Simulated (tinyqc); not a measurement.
MOSFET in the linear regime without short-channel effects, parameter extraction from computed curves: two steps of the calculation.

Inversion charge Q = Cox n Vt W0(exp((Vg - VT)/(n Vt))), W0 the Lambert function and n = nf; u = Q/Cox; mobility mu = mu0/(1 + th1 u + th2 u^2); channel resistance Rch = (L - dL)/(W mu Q); Id = Vd/(Rch + Rsd/W). Cox = eps0 eox/tox. Small Vd, no channel-length or drain effects.

Parameters, values chosen for the exercise; channel values of the order met in silicon transistors:
```
symbol,value,unit,meaning
T,300,K,temperature
eox,22.5,,relative permittivity of the gate insulator (close to hafnium oxide)
tox,14,nm,insulator thickness
mu0,160,cm^2/(V s),low-field mobility
th1,0.06,1/V,first mobility attenuation factor
th2,0,1/V^2,second mobility attenuation factor
VT,0.61,V,threshold voltage
nf,1.33,,body factor
W,10,um,gate width
L,0.43,um,drawn gate length
dL,0.004,um,drawn less effective length
Rsd,120,ohm um,source plus drain resistance
Vd,0.025,V,drain voltage
```

Constants: q = 1.602176634e-19 C, kB = 1.380649e-23 J/K, Vt = kB T/q, eps0 = 8.8541878128e-14 F/cm where lengths are in cm. Results are converted to the units shown.

Task 1. Transfer curve. u, mu, Rch and Id as defined.

Vg, point 0 to 9 (V): [0.41, 0.51, 0.61, 0.71, 0.81, 0.91, 1.01, 1.11, 1.21, 1.31]

Wanted: u; mu; Rch; Id.

Result 1.

u, point 0 to 9 (V): [1.021e-4, 0.001781, 0.01950, 0.07376, 0.1495, 0.2341, 0.3230, 0.4144, 0.5074, 0.6016]
mu, point 0 to 9 (cm^2/(V s)): [160.0, 160.0, 159.8, 159.3, 158.6, 157.8, 157.0, 156.1, 155.3, 154.4]
Rch, point 0 to 9 (ohm): [1.833e6, 1.050e5, 9606, 2548, 1263, 810.6, 590.5, 462.7, 379.9, 322.2]
Id, point 0 to 9 (uA): [0.01364, 0.2380, 2.599, 9.766, 19.61, 30.39, 41.49, 52.66, 63.78, 74.80]

Task 2. The Y function. Y_i = Id_i/sqrt(gm_i). For Id = beta Vd x/(1 + th x), x = Vg - VT, Y = sqrt(beta Vd) x whatever th. Slope s from points 5 and 8; VT_Y = Vg - Y/s at point 8; beta = s^2/Vd; mobility beta L/(W Cox) with the drawn L; th* = (beta Vd x/Id - 1)/x at point 8.

Vg, point 0 to 9 (V): [0.41, 0.51, 0.61, 0.71, 0.81, 0.91, 1.01, 1.11, 1.21, 1.31]
Id, point 0 to 9 (uA): [0.013636414, 0.23795843, 2.5992149, 9.7657239, 19.607862, 30.390006, 41.491399, 52.662145, 63.784328, 74.796098]
gm, point 1 to 8 (uS): [12.927892, 47.638827, 85.043236, 103.12141, 109.41769, 111.36069, 111.46464, 110.66976]

Wanted: Y; s; VT_Y; beta; mobility from Y; th*.

Result 2.

Y, point 1 to 8 (uA^0.5 V^0.5): [0.06618, 0.3766, 1.059, 1.931, 2.905, 3.932, 4.988, 6.063]
s = 10.53 uA^0.5 V^-0.5
VT_Y = 0.6340 V
beta = 4432 uA/V^2
mobility from Y = 133.9 cm^2/(V s)
th* = 0.001046 1/V

The mobility from Y is 17 % below mu0 L/(L - dL) = 162 cm^2/(V s), which it should reach in deep inversion when th2 = 0.

tinyqc, about 0.01 s, one thread, Intel Xeon 2.30GHz (shared host): `OMP_NUM_THREADS=1 python tinyqc.py 2210129 2210130 out.jsonl`
